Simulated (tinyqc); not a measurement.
## Trap density from the capacitance step

Inverse problem. A junction with shallow donors Nd and a deep trap has C_HF = eps0 eps_r/W and C_LF = eps0 eps_r (Nd + Nt)/(Nd W + Nt xt), xt = W - lam. Find W, xt and Nt.

Values chosen for this exercise:
```
symbol,value,unit,meaning
eps_r,11.7,,relative permittivity
Nd,3.7e15,cm^-3,shallow donor density
```

Constants: eps0 = 8.8541878128e-14 F/cm where lengths are in cm. Results are converted to the units shown.

C_HF = 24.346020 nF/cm^2
C_LF = 29.596245 nF/cm^2
lam = 143.60139 nm

Answer. C_HF gives W. With y = C_LF/C_HF, Nt/Nd = (y - 1)/(1 - y xt/W).

W = 425.5 nm
xt = 281.9 nm
Nt = 4.100e15 cm^-3

Computed by the program tinyqc: `OMP_NUM_THREADS=1 python tinyqc.py 2050170 2050171 out.jsonl`, one thread of a shared Intel Xeon 2.30GHz, about 0.01 s for the whole run.
